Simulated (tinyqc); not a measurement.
# Mass from the capacitance plateau

Inverse problem. Once one two-dimensional band is degenerate, Cq = q gv md m0 q/(pi hbar^2) and 1/C_G = 1/Cox + 1/Cq (no traps). Find Cq, md and the oxide-equivalent thickness 3.9 eps0/Cq that it adds.

Parameters, values chosen for the exercise:
```
symbol  value  unit            meaning
gv          1        valley degeneracy
```

Constants: q = 1.602176634e-19 C, hbar = 1.054571817e-34 J s, m0 = 9.1093837015e-31 kg, eps0 = 8.8541878128e-14 F/cm where lengths are in cm. Results are converted to the units shown.

C_G on the plateau = 0.32566136 uF/cm^2
Cox = 0.34531332 uF/cm^2

Answer. Removing Cox from the series leaves Cq, which is proportional to gv md.

Cq = 5.72 uF/cm^2
md = 0.0855 m0
added thickness = 0.603 nm

Program tinyqc, `OMP_NUM_THREADS=1 python tinyqc.py 2200034 2200035 out.jsonl`; Intel Xeon 2.30GHz, shared host, one thread, about 0.01 s.
